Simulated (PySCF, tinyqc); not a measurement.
RHF in the sto-6g basis, for Li-, spin multiplicity 1, step by step. The basis has no diffuse functions, so it cannot describe the extra electron: this is an exercise in the method, not the real anion. The lowest restricted solution is unstable here: a spin-polarised one lies 0.0049 hartree lower (PySCF). One step of it, computed by the program tinyqc.

Problem. Orthogonalisation. S = U s U^T; symmetric (Loewdin) form X = U s^(-1/2) U^T, so that X^T S X = 1.

overlap S, lower triangle:
```
           1Li 1s    1Li 2s   1Li 2px   1Li 2py   1Li 2pz
1Li 1s   1.000000
1Li 2s   0.235742  1.000000
1Li 2px  0.000000  0.000000  1.000000
1Li 2py  0.000000  0.000000  0.000000  1.000000
1Li 2pz  0.000000  0.000000  0.000000  0.000000  1.000000
```

Give: eigenvalues of S; X.

Solution.

eigenvalues of S: 0.7643  1.0000  1.0000  1.0000  1.2357

X, lower triangle:
```
          1Li 1s  1Li 2s  1Li 2px  1Li 2py  1Li 2pz
1Li 1s    1.0217
1Li 2s   -0.1222  1.0217
1Li 2px   0.0000  0.0000   1.0000
1Li 2py   0.0000  0.0000   0.0000   1.0000
1Li 2pz   0.0000  0.0000   0.0000   0.0000   1.0000
```
